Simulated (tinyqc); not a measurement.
Inversion-layer mobility, back-scattering and ballistic limit of a field-effect transistor: one step, computed by the program tinyqc. Command: `OMP_NUM_THREADS=1 python tinyqc.py 3010656 3010657 out.jsonl mos walk`. One thread of a shared host (Intel(R) Xeon(R) Processor @ 2.30GHz), about 0.01 s of CPU time with the checks.

The charge at the top of the source barrier is fixed by the gate; series resistance and short-channel effects are left out. F_j are Fermi integrals normalised to exp(eta) in the classical limit.

Problem. Charge and field. N_inv = 3.9 eps_0 (V_G - V_T)/(e t_inv); effective field E_eff = e (N_dep + w N_inv)/(eps eps_0).

Inputs (values chosen for the exercise, modelled on a strained silicon n-channel): weight w of the inversion charge = 0.5; permittivity eps = 11.7; electrical oxide thickness t_inv = 1.1 nm; depletion charge N_dep = 4.8e+11 1/cm^2; gate overdrive V_G - V_T = 0.14 V.

Statistics at the top of the barrier: non-degenerate.

Constants: eps_0 = 8.8541878128e-12 F/m; e = 1.602176634e-19 C.

Give: inversion density N_inv; effective field E_eff.

Solution.

inversion density N_inv = 2.743e+12 1/cm^2

effective field E_eff = 0.2864 MV/cm
